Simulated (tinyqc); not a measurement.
Worked calculation: Gamma, L and X subbands of a thin body with non-parabolic valleys. Values are carried at full precision from step to step, so a last printed digit may differ when a step is redone from the rounded ones.

Hard walls, flat band, c = hbar^2/2m0, energies from the bulk Gamma edge. For a valley at angle theta to the normal 1/m_z = cos^2/ml + sin^2/mt and m_d = sqrt(ml mt^2/m_z). Subband n starts at E_v + e with e (1 + a e) = c (n pi/t)^2/m_z, and its density-of-states mass is taken as m_d (1 + 2 a e), without further growth at higher in-plane energy. Groups are named by valley and degeneracy.

Constants: hbar^2/2m0 = 3.80998211 eV angstrom^2; kB = 8.617333262e-05 eV/K.

Values chosen for the exercise (near those of a thin GaSb channel; shifted at random, so the results belong to these values and not to a real crystal):
- face = 111 (surface)
- mG = 0.039 m0 (Gamma mass)
- aG = 1.16 1/eV (Gamma non-parabolicity)
- EL = 0.091 eV (L edge above Gamma)
- mL = (1.31, 0.101) m0 (L valleys (four, along <111>): ml, mt)
- EX = 0.33 eV (X edge above Gamma)
- mX = (1.459, 0.225) m0 (X valleys (three, along <100>): ml, mt)
- aS = 0.59 1/eV (non-parabolicity of L and X)
- t = 76 angstrom (body thickness)
- Ns = 4.8 x 1e12/cm^2 (sheet density)
- T = 300 K (temperature)
- eot = 8 angstrom (equivalent oxide thickness)

## Valley groups

List degeneracy, edge, m_z, m_d and a.

Groups:
```
group,g,E_v (eV),m_z,m_d,a (1/eV)
G1,1,0.000,0.0390,0.0390,1.16
L1,1,0.091,1.3100,0.1010,0.59
L3,3,0.091,0.1125,0.3446,0.59
X3,3,0.330,0.3133,0.4855,0.59
```

## Subband edges

n = 1 to 8 for each group; list the ten lowest.

Subbands:
```
subband,g,E (eV),DOS mass
L1 n=1,1,0.0960,0.1016
L1 n=2,1,0.1107,0.1033
L1 n=3,1,0.1346,0.1062
G1 n=1,1,0.1432,0.0520
L3 n=1,3,0.1470,0.3674
L1 n=4,1,0.1671,0.1101
L1 n=5,1,0.2073,0.1149
L1 n=6,1,0.2542,0.1204
L3 n=2,3,0.2973,0.4285
L1 n=7,1,0.3070,0.1267
```

The lowest subband is L1 n=1, 15 meV below L1 n=2; in the bulk the lowest valley is Gamma.

## Filling and quantum capacitance

n_i = g m/(2 pi c) kB T ln(1 + exp((EF - E_i)/kB T)), sum n_i = Ns (1e12/cm^2 = 1e-4/angstrom^2), c = hbar^2/2m0. Quantum capacitance Cq = 1602.176634 sum g m/(2 pi c) f_i in microfarad/cm^2 with f_i = 1/(1 + exp((E_i - EF)/kB T)); Cox = 34.5313/eot (one gate); C/Cox = Cq/(Cq + Cox), the centroid term left out.

Over the ten listed subbands, named by valley (G, L, X), degeneracy and number.

EF = 0.1082 eV

n_i in the order of the list (1e12/cm^2): 1.050  0.721  0.352  0.129  2.392  0.116  0.027  0.005  0.009  0.001

Cq = 24.44 microfarad/cm^2
Cox = 4.316 microfarad/cm^2
C/Cox = 0.850

EF lies 12 meV above the lowest edge; Gamma holds 3 % of the electrons. The density of states is ample: only 15 % of the gate capacitance is lost.

## Checks

- Cq against the slope dNs/dEF by finite differences, microfarad/cm^2: both 24.44.

Computed by tinyqc, a small Python program: `OMP_NUM_THREADS=1 python tinyqc.py 1281638 1281639 out.jsonl` (the numbers bound the seed that draws the inputs); one thread of a shared host (Intel(R) Xeon(R) Processor @ 2.30GHz), about 0.04 s for the whole set of steps.
